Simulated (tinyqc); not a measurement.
Off-state leakage of single and stacked transistors: one step of the calculation.

n-channel devices of unit width. Subthreshold current I(Vg, Vs, Vd) = I0 (T/300 K)^0.5 exp[(Vg - Vs - VT(T) - gb (Vs - Vb) + dd (Vd - Vs))/(nf Vt)] (1 - exp(-(Vd - Vs)/Vt)), VT(T) = VT - cT (T - 300 K). Gate-edge tunnelling Ig (Vd/1 V) exp(ag (Vd - 1 V)), for a gate at 0 V, and band-to-band leakage Ab u exp(-Bb/u), u = Vd - Vb + 1 V, flow at a drain held at V; both are taken as independent of T. In a stack of off transistors (all gates at 0 V) the same subthreshold current passes through each.

Task. New Vx. Stack of two, Vx the node between them: I_low = I(0, 0, Vx), I_up = I(0, Vx, V), f = ln(I_up/I_low), f' = -(1 + gb + 2 dd)/(nf Vt) - 1/(Vt (exp(Vx/Vt) - 1)) - 1/(Vt (exp((V - Vx)/Vt) - 1)), Vx(new) = Vx - f/f'.

Values chosen for this exercise; values of the order met in bulk silicon logic transistors:
- T = 330 K (temperature)
- V = 1.2 V (supply voltage)
- VT = 0.27 V (threshold at 300 K, zero drain and body bias)
- cT = 0.9 mV/K (fall of the threshold with temperature)
- I0 = 0.73 uA/um (current at threshold at 300 K)
- nf = 1.26 (slope factor)
- dd = 0.04 (drain-induced lowering per volt)
- gb = 0.22 (rise of the threshold per volt of source-body bias)
- Vb = -0.3 V (body voltage)

Constants: q = 1.602176634e-19 C, kB = 1.380649e-23 J/K, Vt = kB T/q. Results are converted to the units shown.

Vx at the start = 0.037 V

Find: I_low; I_up; f; f'; Vx after iteration 1.

Result.

I_low = 0.1044 nA/um
I_up = 0.1430 nA/um
f = 0.3150
f' = -49.44 1/V
Vx after iteration 1 = 0.04337 V

Computed by the program tinyqc: `OMP_NUM_THREADS=1 python tinyqc.py 2242023 2242024 out.jsonl`, one thread of a shared Intel Xeon 2.30GHz, about 0.03 s for the whole run.
